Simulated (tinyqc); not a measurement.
Deep trap from a strong local potential in a two-band host (Koster-Slater model with semi-elliptic bands): one step, computed by the program tinyqc.

The valence band spans -2 W_v to 0 and the conduction band E_g to E_g + 2 W_c. The orbital at the impurity site has weight f_v in the valence band and 1 - f_v in the conduction band, each spread as a semi-ellipse (2/(pi W^2)) sqrt(W^2 - x^2) about the band centre. The impurity adds U to this orbital. Spin is left out.

Problem. Thresholds and the vacancy level. In the gap G(E) = f_v (2/W_v^2)[x - sqrt(x^2 - W_v^2)] - (1 - f_v)(2/W_c^2)[y - sqrt(y^2 - W_c^2)], x = E + W_v, y = E_g + W_c - E. G falls across the gap from G(0) to G(E_g). A repulsive U binds if U > 1/G(0), an attractive one if U < 1/G(E_g); the vacancy level (U infinite) solves G(E) = 0 (bisection).

Inputs (values chosen for the exercise, for a model semiconductor):
```
quantity                                value  unit
gap E_g                                  6.43    eV
half-width of the valence band W_v        2.5    eV
half-width of the conduction band W_c     4.1    eV
valence weight f_v of the site orbital   0.53     -
```

Impurity: repulsive, acceptor-like.

Give: G(0); G(E_g); repulsive threshold; attractive threshold; vacancy level.

Solution.

G(0) = 0.3775 1/eV

G(E_g) = -0.1687 1/eV

repulsive threshold = 2.649 eV

attractive threshold = -5.927 eV

vacancy level = 4.127 eV
